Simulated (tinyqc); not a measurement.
## Density and mobility of a removed layer (differential Hall)

Problem. For layers in parallel the sheet conductance g = 1/Rs and the product g mu_H (mu_H signed, unit Hall factors) are additive. Find the sheet density and mobility of the layer that was removed, and its share of the conductance.

Constants: q = 1.602176634e-19 C. Results are converted to the units shown.

Rs before and after removing the top layer (ohm/square): 1633.6891  34578.998
apparent mobility before and after, signed (cm^2/(V s)): 114.88156  -190

Answer. The differences give g1 = q n mu and g1 mu = q n mu^2; their ratio is mu and g1^2/(q g1 mu) is n.

sheet density = 2.800e13 cm^-2
mobility = 130.0 cm^2/(V s)
share of the conductance = 95.28 %

Numbers from tinyqc (`OMP_NUM_THREADS=1 python tinyqc.py 2850143 2850144 out.jsonl`; about 0.01 s on one thread of a shared Intel Xeon 2.30GHz).
